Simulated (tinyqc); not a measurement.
Piezoresistors in the (001) plane of a cubic crystal: two steps of the calculation.

Plane stress in crystal axes x = [100], y = [010]. First-order piezoresistance: d rho_xx/rho = p11 sxx + p12 syy, d rho_yy/rho = p12 sxx + p11 syy, d rho_xy/rho = p44 sxy; a resistor along d = (cos th, sin th) changes by dR/R = d.(d rho/rho).d. Changes of geometry and second-order terms are left out.

Inputs (values chosen for the exercise); coefficients close to those of lightly doped n-type silicon: piezoresistive coefficient p11 = -101 x 1e-11/Pa; piezoresistive coefficient p12 = 51.8 x 1e-11/Pa; piezoresistive coefficient p44 = -14.2 x 1e-11/Pa; angle of the current from [100] th = 15 deg; bridge supply Vb = 1.8 V; Young's modulus along [110] E = 160 GPa.

Task 1. Resistors at th and th + 90 degrees, and the bridge. dR/R = d.(d rho/rho).d. A full bridge with two resistors of each kind in opposite arms gives Vout = Vb (a - b)/(2 + a + b), a and b the two dR/R.

d rho/rho (%):
```
           x           y
x  13.104800    0.937200
y   0.937200  -16.844000
```

Give: dR/R at th; dR/R at th + 90; Vout.

Result 1.

dR/R at th = 11.57 %
dR/R at th + 90 = -15.31 %
Vout = 246.5 mV

Task 2. Longitudinal and transverse coefficients. For uniaxial stress along or across the current: pL = p11 - (A/2) sin^2(2 th), pT = p12 + (A/2) sin^2(2 th), A = p11 - p12 - p44. Gauge factor along [110]: E (p11 + p12 + p44)/2.

Wanted: A; pL; pT; gauge factor.

Result 2.

A = -138.60 x 1e-11/Pa
pL = -83.675 x 1e-11/Pa
pT = 34.475 x 1e-11/Pa
gauge factor = -50.720

Program tinyqc, `OMP_NUM_THREADS=1 python tinyqc.py 2530091 2530092 out.jsonl`; Intel Xeon 2.30GHz, shared host, one thread, about 0.01 s.
